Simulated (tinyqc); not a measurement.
# Classical Heisenberg spin chain: exact results, Metropolis, heat-bath and over-relaxation steps, and a Monte Carlo run, step by step

A worked calculation. Computed by tinyqc, a small Python program that keeps every step. Command: `OMP_NUM_THREADS=1 python tinyqc.py 3130455 3130456 out.jsonl heismc walk`. One thread of a shared host (Intel(R) Xeon(R) Processor @ 2.30GHz), about 0.2 s of CPU time with the checks. Intermediate numbers are printed to about 6 digits and carried at full precision; extremes and crossings named in words are read from the listed rows.

E = -J sum_i s_i . s_(i+1) for unit vectors s_i on an open chain; K = J/(k_B T).

Inputs (values chosen for the exercise, for a model chain of large moments):

| quantity | value | unit |
|---|---|---|
| coupling J | -28 | meV |
| temperature T | 689 | K |
| moment mu | 4.6 | mu_B |
| length N of the open chain | 24 | - |
| seed | 837963 | - |

Update: Metropolis.

Constants: k_B = 8.617333262e-05 eV/K; mu_B = 5.7883818060e-05 eV/T.

## Exact results

Each bond angle is independent, so u = <s_i . s_(i+1)> = coth K - 1/K, <s_i . s_(i+n)> = u^n, correlation length xi = -1/ln|u|, energy per bond -J u, heat capacity per bond c/k_B = 1 - K^2/sinh^2 K, and for the long chain chi = mu^2 (1 + u)/(3 k_B T (1 - u)) per spin.

K = -0.471591

u = -0.154915

xi = 0.536227 sites

energy per bond = -4.33761 meV

heat capacity = 0.0709483 k_B/bond

chi over the Curie value = 0.731730

chi = 0.00503165 mu_B/T per spin

For |K| << 1, u = K/3 = -0.1572.

## Finite chain

For N spins, <|sum s|^2>/N = (1 + u)/(1 - u) - 2 u (1 - u^N)/(N (1 - u)^2); the long chain has (1 + u)/(1 - u), chi over the Curie value, and the difference is relative to it.

<|sum s|^2>/N = 0.741408

difference from the long chain = 1.32270 %

## Four single-spin steps

four neighbouring spins (rows; components x, y, z):
```
         1        2       3
1   0.4407   0.6716  0.5956
2   0.3230   0.5348  0.7808
3  -0.8974   0.4384  0.0493
4   0.1889  -0.4564  0.8695
```

random numbers, one row a step:
```
        1       2       3
1  0.6602  0.1749  0.6810
2  0.2601  0.0727  0.4607
3  0.0251  0.8591  0.6464
4  0.2508  0.4685  0.6072
```

The given spins are first normalised. Spins 2 and 3 are updated in turn, with h = K (sum of the two neighbours). Trial spin with z = 2 r1 - 1 and azimuth 2 pi r2; it is accepted if r3 < min(1, exp(h . s_trial - h . s_old)).

Steps:

| spin | \|h\| | h . s before | h . s trial | acceptance | accepted | x | y | z |
|---|---|---|---|---|---|---|---|---|
| 2 | 0.642579 | -0.447849 | -0.446387 | 1.00000 | yes | 0.430587 | 0.843764 | 0.3204 |
| 3 | 0.658485 | 0.154423 | -0.031498 | 0.83034 | yes | 0.787424 | 0.386983 | -0.4798 |
| 2 | 0.766578 | -0.688104 | 0.058063 | 1.00000 | yes | 0.198057 | -0.242185 | -0.9498 |
| 3 | 0.378509 | -0.034374 | 0.192401 | 1.00000 | yes | -0.850022 | 0.170468 | -0.4984 |

## A run and its error bars

From the ordered state (alternating for J < 0), with trial spins uniform on the sphere, 200 sweeps are discarded and 1600 recorded (even and odd sites in turn; random numbers not printed, so these rows are one sample). Errors are the scatter of block means over sqrt(number of blocks).

Blocking:

| block length | mean bond product | error | <\|sum s\|^2>/N | error |
|---|---|---|---|---|
| 1 | -0.155636 | 0.00290270 | 0.724097 | 0.0146735 |
| 4 | -0.155636 | 0.00312636 | 0.724097 | 0.0145229 |
| 16 | -0.155636 | 0.00320357 | 0.724097 | 0.0142409 |
| 40 | -0.155636 | 0.00283123 | 0.724097 | 0.0165221 |
| 80 | -0.155636 | 0.00328549 | 0.724097 | 0.0174344 |

With blocks of 40 the bond product is 0.3 error bars from the exact u = -0.1549, and <|sum s|^2>/N is 1.0 from the exact 0.741. Blocking to 40 changes the two errors by factors 1.0 and 1.1. 80 % of the trial spins are accepted.

Checks made by the program: c against a difference of the energy (relative difference 3e-10).
